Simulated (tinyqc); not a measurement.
Worked calculation: plane-wave Kohn-Sham cycle with exchange-only LDA in a layered model solid. One step of it, computed by the program tinyqc.

Question. Iteration 1: Hamiltonian at one k. H(m,m') = (k + G_m)^2/2 delta + V(G_m - G_m'), with V(-G) = V(G).

A solid whose potential varies along x alone (atomic units):
```
parameter                      value
period a                   12.400000
cross-section of the cell  23.000000
electrons per cell                 4
grid points                       16
plane waves -n..n, n               3
k points                           3
V1 in V1 cos(2 pi x/a)     -0.610000
```

V(G_m), m = 0, 1, 2, ... (hartree): -0.237480  -0.305000  0.000000  0.000000  0.000000  0.000000  0.000000

k = 0.000000 2 pi / a

Give: H.

Answer.

H (hartree):
```
         -3       -2       -1       +0       +1       +2       +3
-3   0.9179  -0.3050   0.0000   0.0000   0.0000   0.0000   0.0000
-2  -0.3050   0.2760  -0.3050   0.0000   0.0000   0.0000   0.0000
-1   0.0000  -0.3050  -0.1091  -0.3050   0.0000   0.0000   0.0000
+0   0.0000   0.0000  -0.3050  -0.2375  -0.3050   0.0000   0.0000
+1   0.0000   0.0000   0.0000  -0.3050  -0.1091  -0.3050   0.0000
+2   0.0000   0.0000   0.0000   0.0000  -0.3050   0.2760  -0.3050
+3   0.0000   0.0000   0.0000   0.0000   0.0000  -0.3050   0.9179
```
